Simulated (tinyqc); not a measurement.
## Electron mobility in a silicon inversion layer, empirical terms and Matthiessen rule: effect of the temperature

Inversion layer of sheet density Ns on a uniformly doped body. The mobility terms are empirical power laws with prefactors chosen for the exercise; adding their inverses (Matthiessen) is itself an approximation.

Nc and Nv are given at 300 K and scale as (T/300 K)^1.5; Eg is fixed. ni = sqrt(Nc Nv) exp(-Eg/(2 Vt)), Eg in volts; Ndep = sqrt(2 eps0 eps_r Nb (2 Vt ln(Nb/ni) + Vsb)/q); E = q (Ndep + eta Ns)/(eps0 eps_r), in MV/cm. With t = T/(300 K): muC = Ac (Ns/1e12 cm^-2) t/(Nb/1e17 cm^-3 + Nit/1e11 cm^-2), muP = Ap E^(-1/3) t^(-1.75), muS = As E^(-gs); 1/mu is the sum of the inverses.

Parameters, values chosen for the exercise; material values close to those of silicon:
```
symbol,value,unit,meaning
Eg,1.14,eV,band gap
eps_r,11.5,,relative permittivity of the semiconductor
Nc,2.81e19,cm^-3,conduction-band density of states at the reference temperature
Nv,2.65e19,cm^-3,valence-band density of states at the reference temperature
Nb,1.1e17,cm^-3,body doping
Vsb,0.3,V,reverse body bias
eta,0.5,,weight of the inversion charge in the effective field
Ap,443,cm^2/(V s),phonon-limited mobility at 1 MV/cm and 300 K
As,1180,cm^2/(V s),roughness-limited mobility at 1 MV/cm
gs,2,,exponent of the roughness term
Ac,2000,cm^2/(V s),Coulomb prefactor
Nit,1.2e12,cm^-2,charge at the interface
Ns,1.1e13,cm^-2,inversion density
```

Constants: q = 1.602176634e-19 C, kB = 1.380649e-23 J/K, Vt = kB T/q, eps0 = 8.8541878128e-14 F/cm where lengths are in cm. Results are converted to the units shown.

Result of one run:

| T (K) | E (MV/cm) | muC (cm^2/(V s)) | muP (cm^2/(V s)) | muS (cm^2/(V s)) | mu (cm^2/(V s)) |
|---|---|---|---|---|---|
| 450 | 1.048 | 2519 | 214.5 | 1074 | 166.9 |

What becomes of these results when the temperature T is changed from 450 to 160 K, all else the same?

Result of the changed run:

| T (K) | E (MV/cm) | muC (cm^2/(V s)) | muP (cm^2/(V s)) | muS (cm^2/(V s)) | mu (cm^2/(V s)) |
|---|---|---|---|---|---|
| 160 | 1.079 | 895.7 | 1298 | 1014 | 348.1 |

The whole series:

| T (K) | E (MV/cm) | muC (cm^2/(V s)) | muP (cm^2/(V s)) | muS (cm^2/(V s)) | mu (cm^2/(V s)) |
|---|---|---|---|---|---|
| 120 | 1.082 | 671.8 | 2145 | 1008 | 339.3 |
| 160 | 1.079 | 895.7 | 1298 | 1014 | 348.1 |
| 200 | 1.075 | 1120 | 879.2 | 1021 | 332.2 |
| 250 | 1.070 | 1399 | 595.8 | 1030 | 297.3 |
| 300 | 1.065 | 1679 | 433.7 | 1040 | 258.9 |
| 350 | 1.060 | 1959 | 331.8 | 1050 | 223.4 |
| 400 | 1.054 | 2239 | 263.1 | 1062 | 192.7 |
| 450 | 1.048 | 2519 | 214.5 | 1074 | 166.9 |

As T goes from 120 to 450 K, E falls from 1.08 to 1.05 MV/cm and mu goes from 339 through a maximum of 348 (at T = 160 K among the rows listed) to 167 cm^2/(V s). The smallest term is the Coulomb one in the first row and the phonon one in the last. Coulomb scattering weakens and phonon scattering grows with T, hence the maximum. For T = 120 to 160 K dopant freeze-out and degenerate screening, left out here, matter.

Program tinyqc, `OMP_NUM_THREADS=1 python tinyqc.py 2510001 2510002 out.jsonl`; Intel Xeon 2.30GHz, shared host, one thread, about 0.01 s.
